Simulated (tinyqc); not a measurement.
Composition profile: interdiffusion in a binary couple: Darken equations, Kirkendall shift and Boltzmann-Matano analysis. Computed by tinyqc, a small Python program. Command: `OMP_NUM_THREADS=1 python tinyqc.py 3000331 3000332 out.jsonl darken walk`. One thread of a shared host (Intel(R) Xeon(R) Processor @ 2.30GHz), about 0.01 s of CPU time with the checks.

x is the mole fraction of B; the molar volume is constant, and the two halves are long enough to count as infinite.

Inputs (values chosen for the exercise, for a model alloy A-B): tracer diffusivity D*_A(0) = 2.9e-14 m^2/s; tracer diffusivity D*_B(0) = 4e-14 m^2/s; slope k of ln D* with x = 2.2; regular-solution parameter W = 0.083 eV; temperature T = 1200 K; left composition x_L = 0.28; right composition x_R = 0.68; time t = 5000 s.

Vacancy-wind correction: none.

Constants: k_B = 8.617333262e-05 eV/K.

Method:
- D*_i(x) = D*_i(0) exp(k x); thermodynamic factor Phi = 1 - 2 W x (1 - x)/(k_B T); intrinsic D_i = D*_i Phi; interdiffusion D~ = x D_A + (1 - x) D_B.
- With lambda = z/sqrt(t), the profile solves d/dlambda (D~ dx/dlambda) + (lambda/2) dx/dlambda = 0 with x = x_L and x_R far to the left and right; z = 0 is the original interface. It is solved as a boundary-value problem in y = lambda/sqrt(D~ at the mean composition) on -12 < y < 12 (collocation, tolerance 1e-8).
- The last column is the error-function profile for a constant D~ taken at the mean composition.

D~ at the mean composition = 5.9821e-14 m^2/s

Profile at time t:
```
y      z (um)        x  dx/dz (1/um)  x for constant D~
-3.0  -51.884  0.28411     0.0005225            0.28678
-2.0  -34.589  0.30743     0.0025331            0.31146
-1.5  -25.942  0.33655     0.0042420            0.33777
-1.0  -17.295  0.38055     0.0058582            0.37590
-0.5   -8.647  0.43557     0.0066962            0.42473
0.0     0.000  0.49326     0.0064818            0.48000
0.5     8.647  0.54550     0.0055204            0.53527
1.0    17.295  0.58799     0.0042946            0.58410
1.5    25.942  0.61997     0.0031281            0.62223
2.0    34.589  0.64266     0.0021567            0.64854
3.0    51.884  0.66764     0.0008709            0.67322
```

What follows from these numbers?

At the original interface x = 0.4933, against the mean 0.4800. D~ is 2.04 times as large at x_R as at x_L, so the profile is flatter and reaches further on the right.
